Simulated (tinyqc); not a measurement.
Domain walls in a thin film with perpendicular anisotropy: Bloch, Neel and chiral walls, motion and stripe domains: one step, computed by the program tinyqc.

One-dimensional wall: polar angle theta(x), azimuth phi of the moment in the wall (phi = 0 Neel, 90 degrees Bloch). mu_0 = 1.25663706212e-6 T m/A, gamma = 1.76085963023e11 rad/(s T).

Task: Stripe domains. Dipolar length l = sigma/(mu_0 M_s^2); for t much smaller than the period the domain width is w = 0.955 t exp(pi l/t) (Kaplan and Gehring), given as log10 of w in nm.

Inputs (values chosen for the exercise, for a model film): saturation magnetisation M_s = 698 kA/m; thickness t = 1.1 nm.

wall energy sigma = 1.619412 mJ/m^2

Give: dipolar length l; log10 of the domain width in nm.

Result:

dipolar length l = 2.6451 nm

log10 of the domain width in nm = 3.3022

Equilibrium domains are about 2000 nm wide.
